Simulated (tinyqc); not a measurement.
Worked calculation: tight binding, dimerised chain. One step of it, computed by the program tinyqc.

Question. Levels at X. Diagonalise the Hermitian matrix.

H(k) at X (eV):
```
          A         B
A  0.000000  0.030000
B  0.030000  0.000000
```

Give: eigenvalues; weights |c|^2 of the basis functions.

Answer.

eigenvalues (eV): -0.030  0.030

weights |c|^2 of the basis functions:
```
   band 1  band 2
A   0.500   0.500
B   0.500   0.500
```
